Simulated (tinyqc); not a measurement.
Pariser-Parr-Pople SCF with singles CI, for the molecule O=c1cccc(Cl)cc1 (SMILES; centres numbered as the heavy atoms are written), step by step. Computed by tinyqc, a small Python program that keeps every step. Settings: charge = 0, gamma = MN, start = huckel, damping = 0.5, iteration cap = 83, excitations kept = 9. Command: `OMP_NUM_THREADS=1 python tinyqc.py 28142 28143 out.jsonl` (the two numbers bound the seeds that draw the settings). One thread of a shared host (Intel(R) Xeon(R) Processor @ 2.60GHz), about 0.02 s of CPU time with the checks. Later iterations appear only in the table of the cycle.

## PPP integrals

Centres (angstrom, eV; a flat drawing with bonds scaled to 1.40 angstrom):
```
centre         x         y  core charge z         W  gamma_rr
1O       2.93800  -0.52200              1  17.70000  15.20000
2C       1.57300  -0.21000              1  11.16000  11.13000
3C       1.26100   1.15500              1  11.16000  11.13000
4C       0.00000   1.76200              1  11.16000  11.13000
5C      -1.26100   1.15500              1  11.16000  11.13000
6C      -1.57300  -0.21000              1  11.16000  11.13000
7Cl     -2.93800  -0.52200              2  26.00000  13.00000
8C      -0.70000  -1.30500              1  11.16000  11.13000
9C       0.70000  -1.30500              1  11.16000  11.13000
```

Resonance integrals (eV):
```
i  j      beta
1  2  -2.22000
2  3  -2.11000
3  4  -2.11000
4  5  -2.11000
5  6  -2.11000
6  7  -1.40000
6  8  -2.11000
8  9  -2.11000
9  2  -2.11000
```

Mataga-Nishimoto: gamma = 14.399645/(R + a), a = 2 x 14.399645/(gamma_rr + gamma_ss); H_rr = -W_r - sum_(s != r) z_s gamma_rs; H_rs = beta for bonds.

repulsion gamma_rs (eV), order 1O, 2C, 3C, 4C, 5C, 6C, 7Cl, 8C, 9C:
```
[[15.20000, 5.77375, 4.15524, 2.99049, 2.56437, 2.56424, 2.08774, 2.99052, 4.15598],
 [5.77375, 11.13000, 5.34514, 3.77321, 3.24363, 3.24333, 2.51950, 3.77273, 5.34472],
 [4.15524, 5.34514, 11.13000, 5.34655, 3.77372, 3.24363, 2.51962, 3.24335, 3.77258],
 [2.99049, 3.77321, 5.34655, 11.13000, 5.34655, 3.77321, 2.92982, 3.24343, 3.24343],
 [2.56437, 3.24363, 3.77372, 5.34655, 11.13000, 5.34514, 4.03901, 3.77258, 3.24335],
 [2.56424, 3.24333, 3.24363, 3.77321, 5.34514, 11.13000, 5.55176, 5.34472, 3.77273],
 [2.08774, 2.51950, 2.51962, 2.92982, 4.03901, 5.55176, 13.00000, 4.03971, 2.92985],
 [2.99052, 3.77273, 3.24335, 3.24343, 3.77258, 5.34472, 4.03971, 11.13000, 5.34554],
 [4.15598, 5.34472, 3.77258, 3.24343, 3.24335, 3.77273, 2.92985, 5.34554, 11.13000]]
```

core matrix H (eV), order 1O, 2C, 3C, 4C, 5C, 6C, 7Cl, 8C, 9C:
```
[[-47.07007, -2.22000, 0.00000, 0.00000, 0.00000, 0.00000, 0.00000, 0.00000, 0.00000],
 [-2.22000, -46.69549, -2.11000, 0.00000, 0.00000, 0.00000, 0.00000, 0.00000, -2.11000],
 [0.00000, -2.11000, -45.07945, -2.11000, 0.00000, 0.00000, 0.00000, 0.00000, 0.00000],
 [0.00000, 0.00000, -2.11000, -44.73650, -2.11000, 0.00000, 0.00000, 0.00000, 0.00000],
 [0.00000, 0.00000, 0.00000, -2.11000, -46.52736, -2.11000, 0.00000, 0.00000, 0.00000],
 [0.00000, 0.00000, 0.00000, 0.00000, -2.11000, -49.55051, -1.40000, -2.11000, 0.00000],
 [0.00000, 0.00000, 0.00000, 0.00000, 0.00000, -1.40000, -52.61700, 0.00000, 0.00000],
 [0.00000, 0.00000, 0.00000, 0.00000, 0.00000, -2.11000, 0.00000, -46.95229, -2.11000],
 [0.00000, -2.11000, 0.00000, 0.00000, 0.00000, 0.00000, 0.00000, -2.11000, -45.89802]]
```

## Starting guess

pi electrons, sum of z_r less the charge = 10

Orbitals of the Hueckel matrix of the beta values.

P at the start, order 1O, 2C, 3C, 4C, 5C, 6C, 7Cl, 8C, 9C:
```
[[1.31457, 0.75338, -0.25295, -0.25713, 0.28223, 0.12442, -0.07715, -0.30576, -0.09372],
 [0.75338, 0.98508, 0.47166, 0.02783, -0.12613, -0.07102, 0.07846, 0.02918, 0.42544],
 [-0.25295, 0.47166, 1.13499, 0.69937, -0.12918, -0.20960, 0.32871, -0.12954, 0.14406],
 [-0.25713, 0.02783, 0.69937, 0.97798, 0.61590, 0.03040, -0.21754, -0.09473, -0.08331],
 [0.28223, -0.12613, -0.12918, 0.61590, 1.13756, 0.58644, -0.30854, 0.07663, -0.21096],
 [0.12442, -0.07102, -0.20960, 0.03040, 0.58644, 0.97907, 0.60665, 0.47021, 0.03381],
 [-0.07715, 0.07846, 0.32871, -0.21754, -0.30854, 0.60665, 1.52853, -0.05603, -0.29466],
 [-0.30576, 0.02918, -0.12954, -0.09473, 0.07663, 0.47021, -0.05603, 0.97343, 0.80566],
 [-0.09372, 0.42544, 0.14406, -0.08331, -0.21096, 0.03381, -0.29466, 0.80566, 0.96880]]
```

## Iteration 1: Fock matrix

F_rr = H_rr + P_rr gamma_rr / 2 + sum_(s != r) P_ss gamma_rs; F_rs = H_rs - P_rs gamma_rs / 2; E = tr P (H + F) / 2 + core repulsion sum_(r<s) z_r z_s gamma_rs.

F (eV), order 1O, 2C, 3C, 4C, 5C, 6C, 7Cl, 8C, 9C:
```
[[-8.19473, -4.39491, 0.52554, 0.38447, -0.36188, -0.15952, 0.08054, 0.45720, 0.19474],
 [-4.39491, -4.29993, -3.37055, -0.05250, 0.20457, 0.11517, -0.09884, -0.05505, -3.24692],
 [0.52554, -3.37055, -4.67478, -3.97962, 0.24375, 0.33994, -0.41411, 0.21007, -0.27173],
 [0.38447, -0.05250, -3.97962, -5.02362, -3.75648, -0.05736, 0.31867, 0.15362, 0.13511],
 [-0.36188, 0.20457, 0.24375, -3.75648, -5.89713, -3.67731, 0.62309, -0.14454, 0.34210],
 [-0.15952, 0.11517, 0.33994, -0.05736, -3.67731, -6.74043, -3.08398, -3.36658, -0.06377],
 [0.08054, -0.09884, -0.41411, 0.31867, 0.62309, -3.08398, -14.92917, 0.11318, 0.43165],
 [0.45720, -0.05505, 0.21007, 0.15362, -0.14454, -3.36658, 0.11318, -6.15635, -4.26334],
 [0.19474, -3.24692, -0.27173, 0.13511, 0.34210, -0.06377, 0.43165, -4.26334, -5.25940]]
```

pi energy = -141.59414 eV

## Iteration 1: orbitals and new P

Diagonalise F (the basis is taken as orthonormal) and form P = 2 sum c c over the lowest orbitals; 0.5 of the old P is kept.

orbital energies (eV): [-16.13003, -12.71211, -11.41633, -10.49661, -8.55734, -2.87156, -2.02123, 0.85911, 2.17055]

P after iteration 1, order 1O, 2C, 3C, 4C, 5C, 6C, 7Cl, 8C, 9C:
```
[[1.42683, 0.72718, -0.22121, -0.24900, 0.22709, 0.13752, -0.06141, -0.27534, -0.09626],
 [0.72718, 0.88943, 0.46492, 0.08413, -0.12747, -0.10720, 0.06647, 0.06309, 0.42888],
 [-0.22121, 0.46492, 1.04061, 0.72248, -0.05246, -0.26328, 0.24003, -0.11622, 0.19535],
 [-0.24900, 0.08413, 0.72248, 0.95438, 0.59211, 0.04577, -0.14124, -0.12589, -0.08024],
 [0.22709, -0.12747, -0.05246, 0.59211, 1.07454, 0.64698, -0.25698, 0.05441, -0.25239],
 [0.13752, -0.10720, -0.26328, 0.04577, 0.64698, 0.97616, 0.45257, 0.48972, 0.04364],
 [-0.06141, 0.06647, 0.24003, -0.14124, -0.25698, 0.45257, 1.71690, -0.07234, -0.19516],
 [-0.27534, 0.06309, -0.11622, -0.12589, 0.05441, 0.48972, -0.07234, 0.98942, 0.79878],
 [-0.09626, 0.42888, 0.19535, -0.08024, -0.25239, 0.04364, -0.19516, 0.79878, 0.93174]]
```

## Iteration 2: Fock matrix

As before.

F (eV), order 1O, 2C, 3C, 4C, 5C, 6C, 7Cl, 8C, 9C:
```
[[-8.23856, -4.31929, 0.45958, 0.37231, -0.29117, -0.17632, 0.06410, 0.41171, 0.20003],
 [-4.31929, -4.65458, -3.35254, -0.15873, 0.20673, 0.17385, -0.08374, -0.11901, -3.25613],
 [0.45958, -3.35254, -5.23155, -4.04140, 0.09898, 0.42699, -0.30239, 0.18847, -0.36849],
 [0.37231, -0.15873, -4.04140, -5.54913, -3.69288, -0.08635, 0.20691, 0.20416, 0.13012],
 [-0.29117, 0.20673, 0.09898, -3.69288, -6.06717, -3.83909, 0.51897, -0.10263, 0.40930],
 [-0.17632, 0.17385, 0.42699, -0.08635, -3.83909, -6.51960, -2.65627, -3.41872, -0.08232],
 [0.06410, -0.08374, -0.30239, 0.20691, 0.51897, -2.65627, -14.33301, 0.14612, 0.28589],
 [0.41171, -0.11901, 0.18847, 0.20416, -0.10263, -3.41872, 0.14612, -6.16562, -4.24495],
 [0.20003, -3.25613, -0.36849, 0.13012, 0.40930, -0.08232, 0.28589, -4.24495, -5.52092]]
```

pi energy = -142.93813 eV

## Iteration 2: orbitals and new P

As before.

orbital energies (eV): [-15.34946, -12.97161, -11.55014, -10.83635, -8.80015, -2.91686, -2.19818, 0.67165, 1.67097]

P after iteration 2, order 1O, 2C, 3C, 4C, 5C, 6C, 7Cl, 8C, 9C:
```
[[1.48089, 0.71731, -0.20246, -0.24310, 0.19843, 0.14325, -0.05111, -0.25798, -0.10467],
 [0.71731, 0.84189, 0.45853, 0.10954, -0.12912, -0.12309, 0.05625, 0.08214, 0.42999],
 [-0.20246, 0.45853, 0.99501, 0.73828, -0.01399, -0.29051, 0.18391, -0.10928, 0.22244],
 [-0.24310, 0.10954, 0.73828, 0.94472, 0.57586, 0.05414, -0.09747, -0.14316, -0.08193],
 [0.19843, -0.12912, -0.01399, 0.57586, 1.03981, 0.68239, -0.22035, 0.04840, -0.27579],
 [0.14325, -0.12309, -0.29051, 0.05414, 0.68239, 0.96762, 0.35981, 0.50075, 0.05122],
 [-0.05111, 0.05625, 0.18391, -0.09747, -0.22035, 0.35981, 1.82179, -0.07887, -0.13599],
 [-0.25798, 0.08214, -0.10928, -0.14316, 0.04840, 0.50075, -0.07887, 0.98910, 0.79452],
 [-0.10467, 0.42999, 0.22244, -0.08193, -0.27579, 0.05122, -0.13599, 0.79452, 0.91916]]
```

## Convergence

Stop when output and input P, before any damping, agree to 1e-7.

Course of the cycle:
```
iteration        E (eV)  largest |P(out) - P(in)|
1          -141.5941403                  3.77e-01
2          -142.9381269                  2.10e-01
3          -143.6753842                  1.18e-01
4          -144.0760142                  7.38e-02
5          -144.2916357                  4.80e-02
6          -144.4067013                  3.17e-02
7          -144.4676752                  2.11e-02
8          -144.4998054                  1.42e-02
9          -144.5166633                  9.59e-03
10         -144.5254794                  6.51e-03
11         -144.5300789                  4.44e-03
...                 ...                       ...
41         -144.5350759                  1.06e-06
42         -144.5350759                  8.34e-07
43         -144.5350759                  6.56e-07
44         -144.5350759                  5.17e-07
45         -144.5350759                  4.07e-07
46         -144.5350759                  3.21e-07
47         -144.5350759                  2.53e-07
48         -144.5350759                  1.99e-07
49         -144.5350759                  1.57e-07
50         -144.5350759                  1.24e-07
51         -144.5350759                  9.79e-08
```

Converged in 51 iterations.

## Converged orbitals

Charges are z - P_rr.

orbital energies (eV): [-14.46499, -13.26551, -11.78252, -11.21131, -9.09288, -2.98176, -2.43951, 0.44892, 1.16139]

coefficients, order 1O, 2C, 3C, 4C, 5C, 6C, 7Cl, 8C, 9C:
```
[[0.05349, 0.33823, -0.48945, -0.08687, 0.63052, -0.02313, 0.38882, 0.00555, -0.29382],
 [0.09822, 0.46576, -0.40708, -0.05694, -0.00834, 0.02161, -0.45031, -0.01144, 0.63326],
 [0.08934, 0.37279, -0.02023, -0.40163, -0.40523, -0.49892, -0.15151, -0.25220, -0.43776],
 [0.13129, 0.31902, 0.31429, -0.46885, -0.18815, 0.18908, 0.50313, 0.41218, 0.26117],
 [0.22317, 0.23156, 0.49681, -0.15326, 0.34685, 0.43588, -0.23543, -0.50311, -0.08615],
 [0.39893, 0.12977, 0.35888, 0.25168, 0.32637, -0.42541, -0.27641, 0.51258, -0.07247],
 [0.83017, -0.41418, -0.28457, -0.16375, -0.11602, 0.09205, 0.05394, -0.08078, 0.01045],
 [0.21690, 0.26001, 0.13039, 0.56828, -0.16131, -0.24690, 0.47344, -0.41715, 0.24547],
 [0.13076, 0.34397, -0.14814, 0.41412, -0.36940, 0.52337, -0.10517, 0.26446, -0.42400]]
```

pi charges: [-0.52385, 0.20880, 0.05423, 0.05400, 0.01193, 0.05073, 0.03604, 0.03876, 0.06937]

## Singles CI, singlets

Over the 9 single excitations with the smallest orbital gaps: A = (e_a - e_i) delta + 2 (ia|jb) - (ij|ab), with (pq|rs) = sum c_mp c_mq gamma_mn c_nr c_ns. f = 2/3 w |mu|^2 in atomic units, mu = sqrt2 sum c_ia sum_m c_mi c_ma R_m.

singlet CI matrix (eV), order 5>6, 5>7, 4>6, 4>7, 3>6, 3>7, 5>8, 5>9, 2>6:
```
[[3.12581, -0.03181, 0.03931, -0.26454, 0.37758, 0.08063, -0.27819, 0.02625, -0.17863],
 [-0.03181, 4.17097, 0.79143, -0.03566, -0.12768, -0.33972, 0.00378, -0.01678, -0.07834],
 [0.03931, 0.79143, 5.18798, -0.02587, -0.04567, 0.38889, -0.01453, 0.30988, 0.01590],
 [-0.26454, -0.03566, -0.02587, 5.64747, -0.36983, 0.01924, 0.10485, 0.03457, -0.00398],
 [0.37758, -0.12768, -0.04567, -0.36983, 5.48096, -0.03344, -0.15944, -0.05926, 0.05668],
 [0.08063, -0.33972, 0.38889, 0.01924, -0.03344, 6.24815, -0.01370, 0.12070, -0.03204],
 [-0.27819, 0.00378, -0.01453, 0.10485, -0.15944, -0.01370, 6.37847, 0.01268, -0.34136],
 [0.02625, -0.01678, 0.30988, 0.03457, -0.05926, 0.12070, 0.01268, 6.62805, -0.01024],
 [-0.17863, -0.07834, 0.01590, -0.00398, 0.05668, -0.03204, -0.34136, -0.01024, 6.81018]]
```

singlet excitation energies (eV): [3.01726, 3.63421, 5.16549, 5.55839, 5.88941, 6.26584, 6.34356, 6.78337, 7.02050]

oscillator strengths: [0.10207, 0.23196, 0.06514, 1.52475, 0.40094, 0.04803, 0.49635, 0.03598, 0.01983]

## Singles CI, triplets

Over the 9 single excitations with the smallest orbital gaps: A = (e_a - e_i) delta - (ij|ab), with (pq|rs) = sum c_mp c_mq gamma_mn c_nr c_ns.

triplet CI matrix (eV), order 5>6, 5>7, 4>6, 4>7, 3>6, 3>7, 5>8, 5>9, 2>6:
```
[[1.49617, 0.00571, -0.01963, -0.41725, -0.62016, 0.01850, -0.13880, -0.08815, 0.48729],
 [0.00571, 1.77941, -0.41725, 0.03043, 0.01850, 0.40970, -0.06828, 0.59974, 0.06547],
 [-0.01963, -0.41725, 3.20120, 0.07721, 0.12660, 0.05883, 0.12660, -0.68305, -0.03764],
 [-0.41725, 0.03043, 0.07721, 3.82464, 0.05883, 0.07610, -0.40620, -0.17815, 0.38374],
 [-0.62016, 0.01850, 0.12660, 0.05883, 4.27491, 0.01422, 0.67736, 0.16259, -0.18024],
 [0.01850, 0.40970, 0.05883, 0.07610, 0.01422, 4.47428, 0.11202, -0.74388, -0.09835],
 [-0.13880, -0.06828, 0.12660, -0.40620, 0.67736, 0.11202, 5.26739, -0.03096, 0.53759],
 [-0.08815, 0.59974, -0.68305, -0.17815, 0.16259, -0.74388, -0.03096, 5.16549, 0.04002],
 [0.48729, 0.06547, -0.03764, 0.38374, -0.18024, -0.09835, 0.53759, 0.04002, 5.69526]]
```

triplet excitation energies (eV): [1.23763, 1.52262, 2.95250, 3.42933, 4.25295, 4.28842, 5.52624, 5.86034, 6.10874]
